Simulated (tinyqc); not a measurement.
Inside a calculation: linear model of a band gap against the share of exact exchange. Values are carried at full precision from step to step, so a last printed digit may differ when a step is redone from the rounded ones.

E(alpha) = E0 + S alpha. A wider gap screens less, modelled in the Penn form eps(alpha) = 1 + (e0 - 1)(EP/(EP + S alpha))^2 with a scale EP chosen for the exercise. A dielectric-dependent hybrid takes alpha = 1/eps.

Values chosen for the exercise (of the order of those of TiO2; the results hold for these values, not for the real material): E0 = 1.84 eV (gap of the semi-local functional); S = 8.64 eV (slope dE/d(alpha)); e0 = 8.1 (optical dielectric constant at alpha = 0); EP = 12.5 eV (energy scale of the screening); Et = 3.28 eV (target gap); a_start = 0.25 (starting alpha); fv = 0.63 (share of the opening taken by the valence edge); Ed = 0.64 eV (defect level above the semi-local valence top); cd = 0 (shift of the level per unit opening, on the scale of the mean potential).

## Fixed shares

Gap, error against the target and eps for alpha = 0, 0.25 and 1/e0; and the alpha that meets the target, (Et - E0)/S.

Results:
```
alpha   E (eV)  E - Et (eV)    eps
0.0000   1.840       -1.440  8.100
0.2500   4.000        0.720  6.162
0.1235   2.907       -0.373  7.027
```

alpha for the target = 0.1667

A quarter of exact exchange overshoots the target by 0.72 eV: the material needs 0.167, and 1/e0 = 0.123 lies closer to it than 0.25 does.

## Self-consistent share

Iterate alpha -> 1/eps(alpha) seven times from a_start. The fixed point solves alpha eps(alpha) = 1; the contraction factor there is 2 (eps - 1) S/((EP + S alpha) eps^2).

Iterates:
```
step    alpha     eps  E (eV)
0     0.25000  6.1619  4.0000
1     0.16229  6.7400  3.2422
2     0.14837  6.8406  3.1219
3     0.14619  6.8567  3.1030
4     0.14584  6.8592  3.1001
5     0.14579  6.8596  3.0996
6     0.14578  6.8596  3.0996
7     0.14578  6.8596  3.0995
```

fixed point = 0.14578
contraction factor = 0.1564

The factor is positive, so the iterates approach from one side, the error shrinking to 0.16 of itself each step; the gap is within 0.01 eV of its limit from step 3. Self-consistency moves the gap by +0.193 eV against the one-shot choice 1/e0, since a wider gap screens less.

## Band edges and a deep level

The opening c = S alpha lowers the valence top by fv c and raises the conduction edge by (1 - fv) c, both against the mean potential; the level moves by cd c. Use the fixed point. Compare with stretching the level in proportion to the gap and with pinning it to either edge.

opening c = 1.260 eV

shifts of the valence and conduction edges (eV): [-0.794, 0.466]

level above the valence top = 1.434 eV
level below the conduction edge = 1.666 eV

level above the valence top: stretched, tied to the valence edge, tied to the conduction edge (eV): [1.078, 0.640, 1.900]

The three recipes err by -0.36, -0.79 and +0.47 eV against alignment through the mean potential. A localised level with cd = 0 stays put while the edges move away from it.

## Checks

- Fixed point by bisection against 60 substitutions: both 0.14578.

Program tinyqc; command `OMP_NUM_THREADS=1 python tinyqc.py 1881089 1881090 out.jsonl`; about 0.01 s on one thread of a shared Intel(R) Xeon(R) Processor @ 2.30GHz.
